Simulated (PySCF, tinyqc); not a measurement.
RHF in the sto-3g basis, for BeH+, spin multiplicity 1, step by step. The lowest restricted solution is unstable here: a spin-polarised one lies 0.0743 hartree lower (PySCF). One step of it, computed by the program tinyqc.

Problem. Iteration 3: diagonalisation and new density. Diagonalise F' = X^T F X, C = X C', fill 2 alpha and 2 beta electrons from the bottom; D = 2 C_occ C_occ^T. Each column has its largest component positive (the first on a tie).

Fock matrix F (hartree):
```
,1Be 1s,1Be 2s,1Be 2px,1Be 2py,1Be 2pz,2H 1s
1Be 1s,-5.084347,-1.424524,-0.003818,-0.000451,0.006869,-0.021675
1Be 2s,-1.424524,-0.831204,0.004429,0.001630,-0.023459,-0.189670
1Be 2px,-0.003818,0.004429,-0.168622,-0.000296,0.003668,0.008140
1Be 2py,-0.000451,0.001630,-0.000296,-0.167845,0.001245,0.002760
1Be 2pz,0.006869,-0.023459,0.003668,0.001245,-0.190971,-0.157897
2H 1s,-0.021675,-0.189670,0.008140,0.002760,-0.157897,-0.270551
```

X:
```
,1,2,3,4,5,6
1Be 1s,-0.694558,0.436803,0.000000,0.000000,-0.373763,0.510051
1Be 2s,0.798355,-0.248170,0.000000,0.000000,-0.223984,0.582691
1Be 2px,0.000000,0.000000,0.061760,0.998091,0.000000,0.000000
1Be 2py,0.000000,0.000000,0.998091,-0.061760,0.000000,0.000000
1Be 2pz,0.277340,0.722205,0.000000,0.000000,0.624727,0.206845
2H 1s,-0.471982,-0.638195,0.000000,0.000000,0.538248,0.356583
```

Give: F' = X^T F X; orbital energies; coefficients C; D after iteration 3.

Solution.

F' = X^T F X (hartree):
```
,1,2,3,4,5,6
1,-1.3206,0.9817,0.0009,0.0033,-1.0204,1.4464
2,0.9817,-0.8119,-0.0018,-0.0052,0.7949,-1.0961
3,0.0009,-0.0018,-0.1679,-0.0003,0.0025,0.0022
4,0.0033,-0.0052,-0.0003,-0.1686,0.0070,0.0042
5,-1.0204,0.7949,0.0025,0.0070,-1.1918,1.3682
6,1.4464,-1.0961,0.0022,0.0042,1.3682,-2.6084
```

orbital energies (hartree): MO1 -5.0869, MO2 -0.5334, MO3 -0.2613, MO4 -0.1683, MO5 -0.1677, MO6 -0.0516

coefficients C:
```
,MO1,MO2,MO3,MO4,MO5,MO6
1Be 1s,0.9934,-0.2434,0.1431,-0.0019,0.0003,0.0809
1Be 2s,0.0245,0.8558,-0.5131,0.0041,-0.0004,-0.3039
1Be 2px,0.0008,-0.0240,-0.0412,0.9459,-0.3206,0.0152
1Be 2py,0.0001,-0.0079,-0.0146,0.3201,0.9472,0.0054
1Be 2pz,-0.0010,0.1461,0.6519,0.0446,0.0005,-0.7637
2H 1s,-0.0018,0.4317,0.5215,0.0214,0.0000,0.7669
```

D after iteration 3:
```
,1Be 1s,1Be 2s,1Be 2px,1Be 2py,1Be 2pz,2H 1s
1Be 1s,2.0921,-0.3679,0.0132,0.0040,-0.0731,-0.2137
1Be 2s,-0.3679,1.4659,-0.0411,-0.0135,0.2500,0.7388
1Be 2px,0.0132,-0.0411,0.0012,0.0004,-0.0070,-0.0208
1Be 2py,0.0040,-0.0135,0.0004,0.0001,-0.0023,-0.0068
1Be 2pz,-0.0731,0.2500,-0.0070,-0.0023,0.0427,0.1261
2H 1s,-0.2137,0.7388,-0.0208,-0.0068,0.1261,0.3727
```
